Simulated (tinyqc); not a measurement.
Deep-level transient spectroscopy (DLTS) of one majority-carrier trap: one step, computed by the program tinyqc. Command: `OMP_NUM_THREADS=1 python tinyqc.py 3031871 3031872 out.jsonl dlts walk`. One thread of a shared host (Intel(R) Xeon(R) Processor @ 2.30GHz), about 0.07 s of CPU time with the checks.

A filling pulse loads the traps in a one-sided junction; under reverse bias they empty at the rate e, and the capacitance relaxes as C(t) = C_0 - dC exp(-e t). The signal is S = [C(t_2) - C(t_1)]/dC.

Task: Signal size and trap density. W = sqrt(2 eps eps_0 (V_b + V_r)/(e N)), C_0 = eps eps_0 area/W. The pulse goes to zero bias, W_0 = W(V_r = 0). Traps within lambda = sqrt(2 eps eps_0 (E_t - E_F)/(e^2 N)) of the depletion edge stay filled, with E_F = k_B T_p ln(N_b/N) from the band, N_b = 2 M (2 pi m k_B T_p/h^2)^(3/2) (dopants taken as fully ionised). dC = C_0 (N_t/2N) f, f = [(W - lambda)^2 - max(W_0 - lambda, 0)^2]/W^2. The simple estimate is 2 N dC/C_0.

Inputs (values chosen for the exercise, with mass and screening modelled on ZnSe): density-of-states mass m = 0.151 m_0; valleys M = 1; trap depth E_t = 0.479 eV; temperature T = 300 K; doping N = 3.5e+14 cm^-3; trap density N_t = 1.4e+12 cm^-3; dielectric constant eps = 9.33; built-in voltage V_b = 1.5 V; reverse bias V_r = 1.6 V; diode area = 0.0015 cm^2.

Carriers: electrons. Extra term: none.

peak temperature T_p = 249.3432 K

Constants: eps_0 = 8.8541878128e-12 F/m; e = 1.602176634e-19 C; k_B = 8.617333262e-05 eV/K; m_0 = 9.1093837015e-31 kg; k_B = 1.380649e-23 J/K; h = 6.62607015e-34 J s.

Give: depletion width W; C_0; lambda; f; transient amplitude dC; simple estimate of N_t.

Result:

depletion width W = 3.0222 micrometre

C_0 = 4.1002 pF

lambda = 0.94899 micrometre

f = 0.32497

transient amplitude dC = 2.6648 fF

simple estimate of N_t = 4.5495e+11 cm^-3

The simple estimate finds 32 % of the traps.
